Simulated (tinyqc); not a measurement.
# Carrier lifetime of an n-type layer with SRH, radiative, Auger and surface recombination: two studies

Uniform excess density dn = dp (no trapping), n = n0 + dn, p = p0 + dn, Boltzmann statistics, full ionisation. Surfaces enter as a rate 2 S dn/d, which holds while diffusion to them is fast.

Parameters, values chosen for the exercise; band and dielectric values close to those of cadmium telluride: temperature T = 300 K; band gap Eg = 1.52 eV; conduction-band density of states at T Nc = 7.96e17 cm^-3; valence-band density of states at T Nv = 1.83e19 cm^-3; radiative coefficient B = 2.01e-10 cm^3/s; donor density N = 8.1e14 cm^-3; Auger coefficient (two electrons) Cn = 3.1e-30 cm^6/s; Auger coefficient (two holes) Cp = 1.4e-30 cm^6/s; trap density Nt = 1.4e11 cm^-3; capture cross-section for electrons sn = 8e-14 cm^2; capture cross-section for holes sp = 3e-14 cm^2; thermal velocity (both carriers) vth = 2.2e7 cm/s; trap level below the conduction band Et = 0.49 eV; surface recombination velocity (both faces) S = 3000 cm/s; sample thickness d = 10 um.

Constants: q = 1.602176634e-19 C, kB = 1.380649e-23 J/K, Vt = kB T/q. Results are converted to the units shown.

Each table varies one quantity; the others keep the values above.

## Lifetime against injection

ni = sqrt(Nc Nv) exp(-Eg/(2 Vt)), Eg in volts; majority density N/2 + sqrt(N^2/4 + ni^2), n0 p0 = ni^2; n1 = Nc exp(-Et/Vt), p1 = Nv exp((Et - Eg)/Vt); tn0 = 1/(sn vth Nt), tp0 = 1/(sp vth Nt). With e = n p - ni^2 = dn (n0 + p0 + dn): U_SRH = e/(tp0 (n + n1) + tn0 (p + p1)), U_rad = B e, U_Aug = (Cn n + Cp p) e, U_s = 2 S dn/d. Each tau is dn over its rate; tau = dn/U with U the sum.

The same in every row: tau_s (s) = 1.6667e-7.

Results:
```
dn (cm^-3),tau_SRH (s),tau_rad (s),tau_Aug (s),tau (s),radiative share (%),largest path
1e11,1.0823e-5,6.1414e-6,0.49152,1.5987e-7,2.6031,surface
1e12,1.0828e-5,6.1346e-6,0.49018,1.5986e-7,2.6059,surface
1e14,1.1269e-5,5.4672e-6,0.37112,1.5945e-7,2.9165,surface
1e15,1.3065e-5,2.7487e-6,0.078803,1.5527e-7,5.6489,surface
1e16,1.4577e-5,4.6023e-7,0.0019471,1.2133e-7,26.363,surface
1e17,1.4848e-5,4.9351e-8,2.1921e-5,3.7914e-8,76.824,radiative
1e18,1.4878e-5,4.9711e-9,2.2192e-7,4.7229e-9,95.006,radiative
1e19,1.4881e-5,4.9747e-10,2.2219e-9,4.0547e-10,81.505,radiative
```

Estimate the missing row, dn = 1e13 cm^-3.

Computed row:
```
dn (cm^-3),tau_SRH (s),tau_rad (s),tau_Aug (s),tau (s),radiative share (%),largest path
1e13,1.0872e-5,6.0672e-6,0.47712,1.5983e-7,2.6343,surface
```

With this row back in the table: Surface recombination leads at dn = 1e11, radiative from 1e17 on. The total lifetime falls from 1.60e-7 to 4.05e-10 s. tau_SRH goes from 1.08e-5 s (low-injection limit 1.08e-5 s) to 1.49e-5 s (high-injection limit tn0 + tp0 = 1.49e-5 s). Between the last two rows tau_rad goes as dn^(-1.00) and tau_Aug as dn^(-2.00); the radiative share goes from 2.60 through a maximum of 95.0 (at dn = 1e18 among the rows listed) to 81.5 %. For dn = 1e18, 1e19 the carriers are degenerate, where B and the Auger coefficients no longer stay constant.

## Effect of the donor density at dn = 1e14 cm^-3

Same model as above.

Here dn = 1e14 cm^-3.

The same in every row: tau_s (s) = 1.6667e-7.

Effect of the donor density at dn = 1e14 cm^-3:
```
N (cm^-3),tau_SRH (s),tau_rad (s),tau_Aug (s),tau (s),radiative share (%),largest path
1e14,1.2852e-5,2.4876e-5,6.5789,1.6345e-7,0.65708,surface
3e14,1.1837e-5,1.2438e-5,1.8116,1.6221e-7,1.3042,surface
8e14,1.1274e-5,5.5279e-6,0.37922,1.5950e-7,2.8853,surface
2e15,1.1016e-5,2.3691e-6,0.071608,1.5354e-7,6.4810,surface
6e15,1.0889e-5,8.1559e-7,0.0086055,1.3665e-7,16.754,surface
2e16,1.0843e-5,2.4752e-7,7.9666e-4,9.8682e-8,39.868,surface
4e16,1.0833e-5,1.2407e-7,2.0038e-4,7.0634e-8,56.932,radiative
1e17,1.0827e-5,4.9702e-8,3.2179e-5,3.8105e-8,76.667,radiative
```

Surface recombination leads at N = 1e14, radiative from 4e16 on. tau_SRH falls from 1.29e-5 to 1.08e-5 s and the total lifetime falls from 1.63e-7 to 3.81e-8 s. Between the last two rows tau_rad goes as N^(-1.00) and tau_Aug as N^(-2.00).

Range of the model: S d exceeds 2.5 cm^2/s, comparable with a diffusion coefficient, so 2 S/d overstates the surface loss.

Computed by the program tinyqc: `OMP_NUM_THREADS=1 python tinyqc.py 2300131 2300132 out.jsonl`, one thread of a shared Intel Xeon 2.30GHz, about 0.01 s for the whole run.
